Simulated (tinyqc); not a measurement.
From results back to parameters: standing waves and exposure in a photoresist film. Three cases, with inputs chosen for the exercise.

Problem. Bleaching of a resist on an index-matched plate: T(0) = T12 exp(-(A + B) d), T(end) = T12 exp(-B d), T12 = 1 - ((n1 - 1)/(n1 + 1))^2, and the first slope dT/dD = T(0) C A T12 (1 - exp(-(A + B) d))/(A + B). Here d = dT and D is the dose; A, B and C are hidden.

Case 1.

Values chosen (out of a larger set: a resist on Cu, indices near tabulated ones; not measured data): n1 = 1.703 (resist index); dT = 0.183 micrometre (resist thickness on an index-matched plate).

T(0) = 0.755414
T(end) = 0.776438
dT/dD = 0.00040100 cm^2/mJ

Case 2.

Values chosen (out of a larger set: a resist on Al, indices near tabulated ones; not measured data): n1 = 1.758 (resist index); dT = 0.52 micrometre (resist thickness on an index-matched plate).

T(0) = 0.529967
T(end) = 0.546763
dT/dD = 0.00015241 cm^2/mJ

Case 3.

Values chosen (out of a larger set: a resist on polySi, indices near tabulated ones; not measured data): n1 = 1.732 (resist index); dT = 1.077 micrometre (resist thickness on an index-matched plate).

T(0) = 0.547591
T(end) = 0.879548
dT/dD = 0.0072991 cm^2/mJ

Find: A; B; C.

Solution. A = ln(T(end)/T(0))/d, B = ln(T12/T(end))/d, and the slope then gives C.

Case 1.

A = 0.15 1/micrometre
B = 1.00 1/micrometre
C = 0.023 cm^2/mJ

Case 2.

A = 0.06 1/micrometre
B = 1.01 1/micrometre
C = 0.013 cm^2/mJ

Case 3.

A = 0.44 1/micrometre
B = 0.05 1/micrometre
C = 0.039 cm^2/mJ

Computed by tinyqc, one run a case: `OMP_NUM_THREADS=1 python tinyqc.py N N+1 out.jsonl` with N = 1682213, 1682218, 1682277; one thread of a shared Intel(R) Xeon(R) Processor @ 2.30GHz, about 0.01 s a run at most.
